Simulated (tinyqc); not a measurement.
Mobility and doping from two currents.

Question. A trap-free film with injecting contacts is fitted, with diffusion neglected, by J = q mu N V/Lf + (9/8) eps0 eps_r mu V^2/Lf^3. Find mu, N and the voltage at which both terms are equal.

Values chosen for this exercise: relative permittivity eps_r = 11.7; film thickness Lf = 1900 nm.

Constants: q = 1.602176634e-19 C, eps0 = 8.8541878128e-14 F/cm where lengths are in cm. Results are converted to the units shown.

J at 3.6 and 12 V (A/cm^2): 8.4710351  48.789446

Solution. J/V is a straight line in V: the slope gives mu and the intercept mu N.

mu = 1.200 cm^2/(V s)
N = 1.600e15 cm^-3
crossover voltage = 7.941 V

Computed by the program tinyqc: `OMP_NUM_THREADS=1 python tinyqc.py 2730026 2730027 out.jsonl`, one thread of a shared Intel Xeon 2.30GHz, about 2 s for the whole run.
